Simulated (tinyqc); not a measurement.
Worked calculation: field-effect mobility of a thin-film transistor with band-tail and deep states (multiple trapping). Computed by tinyqc, a small Python program that keeps every step. Command: `OMP_NUM_THREADS=1 python tinyqc.py 3024059 3024060 out.jsonl tft walk`. One thread of a shared host (Intel(R) Xeon(R) Processor @ 2.30GHz), about 0.1 s of CPU time with the checks. Intermediate numbers are printed to about 6 digits and carried at full precision; extremes and crossings named in words are read from the listed rows.

A thick film in accumulation at small drain voltage. Only free electrons move; trapped ones still screen the gate. N_c and mu_0 are held fixed when T changes, leaving out the T^(3/2) growth of N_c. x = E_0 - psi is the distance of the Fermi level below the band edge.

Inputs (values chosen for the exercise, modelled on polycrystalline silicon):
```
quantity                                           value         unit
permittivity eps                                    11.7            -
effective density of states N_c                  2.9e+19       1/cm^3
band mobility mu_0                                   140   cm^2/(V s)
tail density at the edge g_t                     2.8e+20  1/(eV cm^3)
tail width E_t                                        62          meV
flat-band Fermi level below the edge, E_0           0.43           eV
equivalent oxide thickness t                          28           nm
surface band bending psi_s as a fraction of E_0     0.79            -
temperature T                                        350            K
```

Deep states: none.

Constants: k_B = 8.617333262e-05 eV/K; e = 1.602176634e-19 C; eps_0 = 8.8541878128e-12 F/m.

## Free and trapped densities

F_j(eta) = int_0^infinity x^j/(1 + exp(x - eta)) dx, without a gamma-function factor. Integrals over x = E/(k_B T) use 160 Gauss-Legendre points in u = sqrt(x) from 0 to sqrt(max(eta, 0) + 32). Free n(x) = N_c (2/sqrt(pi)) F_1/2(-x/k_B T), with F_1/2 from its two-term series in exp(-x/k_B T) for x >= 12 k_B T; tail n_t(x) = int_0^1.2eV g_t exp(-E/E_t)/(1 + exp((x - E)/k_B T)) dE, E counted down from the edge, 120 Gauss-Legendre points; space charge rho(psi) = n + n_t less its value at psi = 0.

Local densities at x = 0.4, 0.3, 0.2, 0.15, 0.1, 0.05, 0 and -0.05 eV:
```
x (eV)   n (1/cm^3)  n_t (1/cm^3)  n/(n + n_t)
0.40    5.04256e+13   4.18740e+16  1.20277e-03
0.30    1.38861e+15   2.09453e+17  6.58603e-03
0.20    3.82228e+16   1.03318e+18  3.56755e-02
0.15    2.00186e+17   2.24928e+18  8.17262e-02
0.10    1.03982e+18   4.70261e+18  1.81077e-01
0.05    5.18833e+18   8.90349e+18  3.68180e-01
0.00    2.21893e+19   1.36966e+19  6.18329e-01
-0.05   6.80759e+19   1.63861e+19  8.05994e-01
```

E_t/k_B T = 2.06: deep in the tail n_t follows exp(-x/E_t), more slowly than n, so the free share grows as the Fermi level rises.

## One gate voltage

Poisson: F(psi) = sqrt((2 e/(eps eps_0)) int_0^psi rho dpsi'); V_G - V_FB = psi_s + eps F(psi_s) t/3.9; free sheet density N_f = int (n - n(E_0))/F dpsi; induced sheet density N_i = eps eps_0 F(psi_s)/e; trapezoid rule on 301 even points in psi, the first interval left out of N_f. mu_eff = mu_0 N_f/N_i; field-effect mobility mu_FE = mu_0 e (dN_f/dV_G)/C_ox and swing S = dV_G/dlog10(N_f), by a central difference of +/- 2 mV in psi_s; C_ox = 3.9 eps_0/t.

surface field = 348.275 kV/cm

V_G - V_FB = 3.26521 V

free sheet density N_f = 1.69278e+11 1/cm^2

induced sheet density N_i = 2.25189e+12 1/cm^2

effective mobility mu_eff = 10.5240 cm^2/(V s)

field-effect mobility mu_FE = 28.3627 cm^2/(V s)

swing S = 2500.44 mV/decade

7.5 % of the induced charge is free. mu_FE exceeds mu_eff because the free share is still growing with V_G. The swing is 36.00 times the ideal ln(10) k_B T/e.

## Transfer curve

The formulas are those given above.

Against the band bending:
```
psi_s (V)  V_G - V_FB (V)  N_f (1/cm^2)  mu_eff (cm^2/(V s))  mu_FE (cm^2/(V s))  S (mV/decade)
0.15              0.67348   1.92773e+09               0.6698               1.195          675.8
0.21              1.15132   7.54828e+09               1.4585               3.309          955.8
0.27              1.87465   3.12896e+10               3.5465               9.176         1428.6
0.31              2.57531   8.23392e+10               6.6109              17.769         1941.4
0.34              3.27311   1.70512e+11              10.5733              28.493         2507.2
0.38              4.54123   4.44603e+11              19.4327              50.288         3703.7
0.41              5.85669   8.86112e+11              29.5896              71.174         5215.0
0.44              7.60424   1.67540e+12              42.5337              91.694         7652.7
0.47              9.87228   2.92794e+12              56.6385             107.599        11396.0
```

The steepest swing among the rows is 676 mV/decade. mu_eff climbs from 0.67 to 57, 40 % of mu_0 in the last row. Between rows 6 and 7 N_f scales as (V_G - V_FB - psi_s)^2.56; an exponential tail holding all the charge would give the larger of 1 and 2 E_t/k_B T - 1, here 3.11, and free charge alone 1.

Checks made by the program: tail integral against adaptive quadrature (relative difference below 1e-10).
